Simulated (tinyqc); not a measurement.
Valley-orbit splitting of a donor ground state, with strain: one step, computed by the program tinyqc.

The basis is the 1s envelope in each valley; energies are counted from the unstrained conduction-band edge. The strain is e_s (a a^T - 1/3) for the unit stress axis a, so valley j along n_j moves by Xi_u e_s w_j with w_j = (n_j.a)^2 - 1/3: +1/6 for x and y, -1/3 for z. The splitting at the zone boundary that a [110] shear adds for <100> valleys is left out.

Task: Levels and ground state under strain. Diagonalise H; the ground vector has positive components. The density at the nucleus, and so the contact hyperfine coupling, scales as (sum_j c_j)^2/(number of valleys), which is 1 without strain; the envelopes are held fixed.

Valleys: six along <100>. Stress axis: [110].

H (meV), lower triangle (symmetric):
```
,+x,-x,+y,-y,+z,-z
+x,-37.51187
-x,-1.21000,-37.51187
+y,-1.84000,-1.84000,-37.51187
-y,-1.84000,-1.84000,-1.21000,-37.51187
+z,-1.84000,-1.84000,-1.84000,-1.84000,-36.84627
-z,-1.84000,-1.84000,-1.84000,-1.84000,-1.21000,-36.84627
```

Give: levels; valley amplitudes of the ground state; hyperfine ratio A/A_0.

Result:

levels (meV): [-45.869, -36.302, -36.302, -35.636, -35.042, -34.589]

valley amplitudes of the ground state: +x 0.41612, -x 0.41612, +y 0.41612, -y 0.41612, +z 0.39202, -z 0.39202

hyperfine ratio A/A_0 = 0.99923
